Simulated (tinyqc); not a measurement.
Inside a calculation. Method: plane-wave Kohn-Sham cycle with exchange-only LDA in a layered model solid. One step of it, computed by the program tinyqc.

Question. Iteration 2: Hamiltonian at one k. H(m,m') = (k + G_m)^2/2 delta + V(G_m - G_m'), with V(-G) = V(G).

A solid whose potential varies along x alone (atomic units):
```
parameter                      value
period a                   15.100000
cross-section of the cell  38.000000
electrons per cell                 2
grid points                       16
plane waves -n..n, n               2
k points                           4
V1 in V1 cos(2 pi x/a)     -0.600000
V2 in V2 cos(4 pi x/a)     -0.020000
```

V(G_m), m = 0, 1, 2, ... (hartree): [-0.098506, -0.144405, 0.004756, 0.008652, 0.000700]

k = 0.125000 2 pi / a

Give: H.

Answer.

H (hartree), order -2, -1, +0, +1, +2:
```
[[0.2058, -0.1444, 0.0048, 0.0087, 0.0007],
 [-0.1444, -0.0322, -0.1444, 0.0048, 0.0087],
 [0.0048, -0.1444, -0.0972, -0.1444, 0.0048],
 [0.0087, 0.0048, -0.1444, 0.0111, -0.1444],
 [0.0007, 0.0087, 0.0048, -0.1444, 0.2924]]
```
